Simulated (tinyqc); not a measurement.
Inside a calculation: alloy A(1-x)B(x) by interpolation with bowing. Values are carried at full precision from step to step, so a last printed digit may differ when a step is redone from the rounded ones.

Each gap follows E(x) = (1 - x) E_A + x E_B - C x (1 - x); the lattice constant follows Vegard, a(x) = (1 - x) a_A + x a_B.

Constants: hc = 1239.841984 eV nm; kB = 8.617333262e-05 eV/K.

Values chosen for the exercise (A near GaP, B near GaAs; shifted at random, so the results belong to these values and not to a real crystal):

| symbol | value | unit | meaning |
|---|---|---|---|
| a | (5.446, 5.657) | angstrom | lattice constant of A, B |
| x | 0.46 |  | fraction of B |
| Eg | (2.897, 1.505) | eV | gap at Gamma to the s-like level of A, B |
| EgX | (2.317, 1.953) | eV | gap to the lowest valley along Gamma-X of A, B |
| EgL | (2.693, 1.837) | eV | gap to L of A, B |
| C | (0.198, 0.312, 0.184) | eV | bowing of the Gamma, X and L gaps |
| Dso | (0.08, 0.34) | eV | spin-orbit splitting of A, B |
| Ep | (31.4, 25.5) | eV | Kane energy of A, B |
| me | (0.1292, 0.0665) | m0 | electron mass at Gamma of A, B |
| Cs | 0 | eV | bowing of Dso |
| md | (0.0942, 0.87, 0.66) | m0 | density-of-states masses of Gamma, all X and all L valleys |
| T | 300 | K | temperature |

## Gaps and lattice constant at x

Also give the wavelength hc/E of the lowest gap.

a(x) = 5.5431 angstrom

linear parts (eV): Gamma 2.2567, X 2.1496, L 2.2992

bowing terms C x (1 - x) (eV): Gamma 0.0492, X 0.0775, L 0.0457

gaps (eV): Gamma 2.2075, X 2.0721, L 2.2535

wavelength of the lowest gap = 598.4 nm

The lowest valley is X, so the gap is indirect; the next, Gamma, lies 135 meV higher.

## Where the valleys cross

The difference of two gaps is a quadratic q2 x^2 + q1 x + q0 with q2 = C_i - C_j, q1 = (E_B - E_A - C)_i - (E_B - E_A - C)_j, q0 = E_A,i - E_A,j; give its roots between 0 and 1 (a dash: none).

Crossings:

| pair | q2 | q1 | q0 | first root | second root |
|---|---|---|---|---|---|
| Gamma-X | -0.114 | -0.914 | 0.580 | 0.5910 | - |
| Gamma-L | 0.014 | -0.550 | 0.204 | 0.3745 | - |
| X-L | 0.128 | 0.364 | -0.376 | 0.8051 | - |

The lowest valley changes at x = 0.591 (X to Gamma, gap 2.026 eV). The other crossings lie above the lowest valley.

## Electron mass of the alloy

Mass at Gamma from the Kane formula 1/m = F + Ep (Eg + 2 Dso/3)/(Eg (Eg + Dso)). F is fixed by the masses of A and B and interpolated linearly, as is Ep; Eg and Dso carry their bowing.

Compare with the linear interpolation of the masses.

F of A, B: -3.0018  -0.8651

Ep, Eg, Dso at x (eV): 28.6860  2.2075  0.1996

m(x) from the Kane formula = 0.0942 m0
m(x) linear = 0.1004 m0

The Kane value lies 6.1 % below the linear one. The Gamma valley is not the lowest at this x.

## Shares of the electrons in the valleys

Non-degenerate: n_i proportional to md_i^(3/2) exp(-E_i/kT).

md^(3/2): Gamma 0.0289, X 0.8115, L 0.5362

(E - E_min)/kT: Gamma 5.24, X 0.00, L 7.02

shares: Gamma 0.000, X 0.999, L 0.001

X holds most electrons (99.9 %).

## Checks

- The Gamma and X gaps at their crossing x = 0.5910 (eV): both 2.0265.
- The Gamma and L gaps at their crossing x = 0.3745 (eV): both 2.3293.
- The X and L gaps at their crossing x = 0.8051 (eV): both 1.9750.

Run: tinyqc, `OMP_NUM_THREADS=1 python tinyqc.py 1081439 1081440 out.jsonl`; Intel(R) Xeon(R) Processor @ 2.30GHz, one thread, shared host; about 0.01 s of CPU time with all checks.
